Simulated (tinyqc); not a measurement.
Energy against coordination: Tersoff bond-order potential. Computed by tinyqc, a small Python program. Command: `OMP_NUM_THREADS=1 python tinyqc.py 3005841 3005842 out.jsonl tersoff walk`. One thread of a shared host (Intel(R) Xeon(R) Processor @ 2.30GHz), about 0.01 s of CPU time with the checks.

E = (1/2) sum_(i, j != i) [A exp(-lambda r_ij) - b_ij B exp(-mu r_ij)], b_ij = (1 + (beta zeta_ij)^n)^(-1/(2n)), zeta_ij = sum_(k != i, j) g(theta_ijk), g = 1 + c^2/d^2 - c^2/(d^2 + (h - cos theta)^2), with theta at atom i. Only nearest neighbours count (cut-off function 1 for them, 0 beyond).

Inputs (values chosen for the exercise, modelled on silicon):
```
quantity     value        unit
A           1829.7          eV
B           474.81          eV
lambda      2.4799  1/angstrom
mu          1.7322  1/angstrom
beta      1.12e-06           -
n           0.7868           -
c           100900           -
d            16.35           -
h          -0.6131           -
```

Method. Angles seen from one bond (cos theta: count): chain -1: 1; graphitic -1/2: 2; diamond -1/3: 3; square net 0: 2, -1: 1; simple cubic 0: 4, -1: 1; bcc 1/3: 3, -1/3: 3, -1: 1; fcc 1/2: 4, 0: 2, -1/2: 4, -1: 1. With z equal bonds of order b, r = ln(lambda A/(mu b B))/(lambda - mu) and E per atom = -(z/2) b B exp(-mu r)(1 - mu/lambda).

Relaxed structures:
```
structure      z        zeta       b  r (angstrom)  E per atom (eV)  E per bond (eV)
dimer          1           0  1.0000        2.2841          -1.3693          -2.7386
chain          2  2.1315e+04  0.9678        2.3279          -2.4564          -2.4564
graphitic      3  3.6466e+03  0.9917        2.2952          -3.9959          -2.6639
diamond        4  3.3445e+04  0.9548        2.3459          -4.6986          -2.3493
square net     4  1.2827e+05  0.8825        2.4512          -3.6189          -1.8095
simple cubic   6  2.3523e+05  0.8263        2.5392          -4.3638          -1.4546
bcc            8  4.3632e+05  0.7510        2.6671          -4.2374          -1.0594
fcc           12  8.3837e+05  0.6538        2.8524          -4.0140          -0.6690
```

What follows from these numbers?

The lowest are diamond, simple cubic and bcc, the first two 0.335 eV apart. The bond order falls from 1 to 0.654 and the bond weakens from -2.74 to -0.67 eV, as b^(lambda/(lambda - mu)) with exponent 3.32. With the same z = 4 the square net lies 1.08 eV above diamond, from its angles alone. Caution: in bcc and other dense structures second neighbours can fall inside the usual cut-off; they are left out here.

Extremes, crossings and ranges named in words are read from the listed rows.
